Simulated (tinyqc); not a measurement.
Worked calculation: band offset from the macroscopic average of a supercell potential. Values are carried at full precision from step to step, so a last printed digit may differ when a step is redone from the rounded ones.

A model of the planar-averaged electrostatic energy of an electron in a periodic cell of N1 periods of A (L1 = N1 n1 h) and N2 periods of B (L2 = N2 n2 h), on z_j = j h: V(z) = f VA + (1 - f) VB + F t(z), VA = V1[0] + V1[1] cos(2 pi z/(n1 h)) + V1[2] cos(4 pi z/(n1 h)), VB the same with V2, n2 and z - L1. f = [tanh(z/w) - tanh((z - L1)/w) + tanh((z - L1 - L2)/w)]/2 + 1/2; t(z) = z - L1/2 in A and (L1/L2)(L1 + L2/2 - z) beyond, so that the cell is periodic.

Constants: e^2/(4 pi eps0) = 14.39964547 eV angstrom.

Parameters, chosen for this exercise (gaps near those of Si and Ge; the results hold for these values, not for the real material):

| symbol | value | unit | meaning |
|---|---|---|---|
| h | 0.35 | angstrom | grid step |
| n1 | 5 |  | grid points per period of A |
| n2 | 7 |  | grid points per period of B |
| N1 | 4 |  | periods of A |
| N2 | 4 |  | periods of B |
| V1 | (-9.48, 2.5, -0.26) | eV | mean and two harmonics of the potential in A |
| V2 | (-7.03, 4.74, -0.69) | eV | the same in B |
| w | 0.34 | angstrom | width of the interfaces |
| F | 0 | eV/angstrom | slope in A from opposite charges on the two interfaces |
| Ev1 | 5.47 | eV | valence top of bulk A above its mean potential |
| Eg1 | (0.63, 1.18) | eV | gap of A: semi-local value, corrected value |
| fv1 | 0.44 |  | share of the correction that lowers the valence top of A |
| Ev2 | 3.4 | eV | valence top of bulk B above its mean potential |
| Eg2 | (0.1, 0.74) | eV | gap of B: semi-local value, corrected value |
| fv2 | 0.21 |  | the same share for B |
| eps | 10 |  | dielectric constant at the interface |

## The planar average

Evaluate V on the grid, j = 0, 1, ...

V(z_j) (eV): -5.581  -8.380  -11.585  -11.583  -8.497  -7.240  -8.497  -11.583  -11.583  -8.497  -7.240  -8.497  -11.583  -11.583  -8.497  -7.240  -8.498  -11.583  -11.517  -7.979  -5.110  -4.439  -7.529  -11.730  -11.730  -7.463  -3.921  -2.980  -3.921  -7.463  -11.731  -11.731  -7.463  -3.921  -2.980  -3.921  -7.463  -11.731  -11.731  -7.463  -3.921  -2.980  -3.921  -7.463  -11.730  -11.721  -7.480  -4.788

## Running means

Running mean over n points, periodic: for odd n the plain mean of the n points centred on j; for even n the n + 1 points with half weight at both ends. The macroscopic average applies the mean over n1 points and then over n2 points.

Apply the first mean, then the second.

after the mean over n1 points (eV): -7.563  -8.383  -9.125  -9.457  -9.480  -9.480  -9.480  -9.480  -9.480  -9.480  -9.480  -9.480  -9.480  -9.480  -9.480  -9.480  -9.467  -9.363  -8.937  -8.126  -7.315  -7.358  -8.108  -8.578  -8.475  -7.565  -6.003  -5.150  -6.003  -7.565  -8.462  -8.462  -7.565  -6.003  -5.150  -6.003  -7.565  -8.462  -8.462  -7.565  -6.003  -5.150  -6.003  -7.563  -8.463  -8.636  -8.260  -7.590

macroscopic average (eV): -8.431  -8.551  -8.726  -8.996  -9.269  -9.426  -9.477  -9.480  -9.480  -9.480  -9.480  -9.480  -9.480  -9.478  -9.462  -9.384  -9.191  -8.881  -8.578  -8.382  -8.255  -8.128  -7.932  -7.629  -7.319  -7.126  -7.048  -7.032  -7.030  -7.030  -7.030  -7.030  -7.030  -7.030  -7.030  -7.030  -7.030  -7.030  -7.030  -7.030  -7.030  -7.030  -7.055  -7.154  -7.381  -7.726  -8.066  -8.289

Around the middle of B the first mean varies by 2415 meV over five points and the second by 0 meV: one window removes only the period it matches.

## The potential line-up

Read the macroscopic average in the middle of each region, j = 10 and j = 34, and its slope in A by a central difference over two points each way.

plateau in A = -9.480 eV
plateau in B = -7.030 eV
dV = B - A = 2.450 eV
slope in A = 0.000 eV/angstrom

The plateaus are flat, so the line-up is well defined.

## Band offsets

dEv = Ev(A) - Ev(B) = Ev1 - (dV + Ev2); dEc = Ec(B) - Ec(A) = Eg2 - Eg1 - dEv. The correction of a gap, c = Eg[1] - Eg[0], lowers the valence top by fv c and leaves dV, a ground-state quantity, as it is. Type I: dEv and dEc of one sign; II: opposite signs; III: no overlap of the gaps.

Give the offsets with semi-local and with corrected band edges.

dEv, dEc, semi-local (eV): -0.380  -0.150

lowering of the valence tops of A and B (eV): 0.242  0.134

dEv, dEc, corrected (eV): -0.488  0.048

The correction moves dEv by -0.11 eV and dEc by +0.20 eV; the type changes from I to II.

## The dipole behind the step

A step dV of the mean electron energy from A to B across an interface equals 4 pi (e^2/4 pi eps0) times a dipole per area p (in e angstrom per angstrom^2). For a change of 0.1 eV in dV, give the charge per area moved over 2 angstrom in a medium of dielectric constant eps: sigma = 0.1 eps/(4 pi (e^2/4 pi eps0) 2). 1 angstrom^-2 = 1e16 cm^-2.

|p| = 0.01354 e/angstrom
sigma = 2.76e+13 e/cm^2

With about 7e14 atoms per cm^2 in a plane (as on a silicon (100) face), 3.9 % of an electron per atom shifts the line-up by 0.1 eV.

## Checks

- Line-up in a cell of 14 + 14 periods without slope against V2[0] - V1[0] (eV): both 2.4500.

tinyqc: `OMP_NUM_THREADS=1 python tinyqc.py 1850278 1850279 out.jsonl`; about 0.01 s, one thread, shared Intel(R) Xeon(R) Processor @ 2.30GHz.
